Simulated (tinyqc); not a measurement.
Interface traps from C-V curves, high-low and Terman methods: one step of the calculation.

MOS capacitor on an n-type substrate; psi is the band bending, negative in depletion; only majority carriers are counted. At the bending psi the Fermi level lies y = xi - psi below the conduction edge at the surface, xi = Vt ln(Nc/Nd). Dit(y) = D0 + D1 exp(-y/E1); traps fill up to the Fermi level, follow the bias and a slow signal, and do not follow a fast one. V is the gate voltage from flat band.

Problem. High-low extraction. q Dit = (1/C_LF - 1/Cox)^(-1) - (1/C_HF - 1/Cox)^(-1) at each point.

Constants: q = 1.602176634e-19 C. Results are converted to the units shown.

| point | C_HF (nF/cm^2) | C_LF (nF/cm^2) |
|---|---|---|
| 0 | 100.79294 | 107.39299 |
| 1 | 104.67700 | 112.00415 |
| 2 | 109.30959 | 117.31645 |
| 3 | 115.02209 | 123.49952 |
| 4 | 122.37206 | 130.82697 |
| 5 | 132.19672 | 139.71440 |
| 6 | 145.07788 | 150.45265 |

Cox = 181.74386 nF/cm^2

Find: Dit by high-low.

Solution.

| point | Dit by high-low (cm^-2 eV^-1) |
|---|---|
| 0 | 2.261e11 |
| 1 | 2.811e11 |
| 2 | 3.537e11 |
| 3 | 4.497e11 |
| 4 | 5.766e11 |
| 5 | 7.443e11 |
| 6 | 9.658e11 |

Range of the model: In a narrow-gap semiconductor minority carriers respond as well once the bending nears the inversion point; they are left out.

Computed by the program tinyqc: `OMP_NUM_THREADS=1 python tinyqc.py 2030065 2030066 out.jsonl`, one thread of a shared Intel Xeon 2.30GHz, about 0.01 s for the whole run.
